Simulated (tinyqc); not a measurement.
# Gate voltage for a given inversion charge

Problem. p-type body, charge-sheet picture, depletion and inversion only, full ionisation (an idealisation for deep acceptors), Boltzmann statistics (rough once Na exp(x - xn) passes about Nc/7). In units of Vt: xg = (Vg - Vfb)/Vt, x = psi/Vt, G = gamma/sqrt(Vt), xn = (2 phiF + Vc)/Vt. The implicit equation is (xg - x)^2 = G^2 [x - 1 + exp(x - xn)] for x above about 3. Cox = eps0 eox/tox. ni = sqrt(Nc Nv) exp(-Eg/(2 Vt)), Eg in volts; phiF = Vt ln(Na/ni); gamma = sqrt(2 q eps0 eps_r Na)/Cox. N_inv = (Cox Vt G/q) [sqrt(x - 1 + exp(x - xn)) - sqrt(x - 1)]. Find x - xn, psi and Vg.

Values chosen for this exercise; band and dielectric values close to those of silicon:
```
symbol    value   unit                                                                 meaning
T           250      K                                                             temperature
Eg         1.14     eV                                                                band gap
eps_r      11.7                                                          relative permittivity
Nc      2.13e19  cm^-3                                  conduction-band density of states at T
Nv      2.02e19  cm^-3                                     valence-band density of states at T
eox        7.56         relative permittivity of the gate insulator (close to silicon nitride)
tox          15     nm                                                     insulator thickness
Na       1.8e18  cm^-3                                                        acceptor density
Vfb       -0.35      V                                                       flat-band voltage
Vc            1      V                                                    channel-body voltage
```

Constants: q = 1.602176634e-19 C, kB = 1.380649e-23 J/K, Vt = kB T/q, eps0 = 8.8541878128e-14 F/cm where lengths are in cm. Results are converted to the units shown.

N_inv = 5.3e10 cm^-2

Answer. N_inv rises steadily with x, so it fixes x; the implicit equation then gives xg directly.

x - xn = 0.3753
psi = 2.043 V
Vg = 4.174 V

Program tinyqc, `OMP_NUM_THREADS=1 python tinyqc.py 2122017 2122018 out.jsonl`; Intel Xeon 2.30GHz, shared host, one thread, about 0.01 s.
